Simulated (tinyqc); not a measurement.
Speciation in dilute and buffered hydrofluoric acid, oxide etch rate and bath loading: one step, computed by the program tinyqc. Command: `OMP_NUM_THREADS=1 python tinyqc.py 3120796 3120797 out.jsonl hfetch walk`. One thread of a shared host (Intel(R) Xeon(R) Processor @ 2.30GHz), about 0.01 s of CPU time with the checks.

Concentrations stand for activities, NH4+ and Cl- are spectators, and water ionisation is neglected. H, F and HF2 denote the ions H+, F- and HF2-. The base temperature is 298 K.

Question. One trial. Fluoride balance: [HF] + [F] + 2 [HF2] + 2 [H2F2] = HF added + NH4F added. Acid balance: [H] + [HF] + [HF2] + 2 [H2F2] = HF added + HCl added. For a trial [H], [HF] = [H][F]/K1, and the fluoride balance is a quadratic in [F]. Take pH = 3. The residual is the left side of the acid balance less the right.

Inputs (values chosen for the exercise, of the order of those for thermal oxide at room temperature):
```
quantity                 value   unit
HF added                  0.12  mol/L
NH4F added                   0  mol/L
HCl added                0.061  mol/L
K1 = [H][F]/[HF]      0.000641  mol/L
K2 = [HF2]/([HF][F])      4.29  L/mol
K3 = [H2F2]/[HF]^2        2.53  L/mol
```

Give: [F]; [HF]; [HF2]; [H2F2]; residual.

Answer.

[F] = 0.03475 mol/L

[HF] = 0.05421 mol/L

[HF2] = 0.008082 mol/L

[H2F2] = 0.007436 mol/L

residual = -0.1028 mol/L

The residual is negative, so the pH lies below 3.
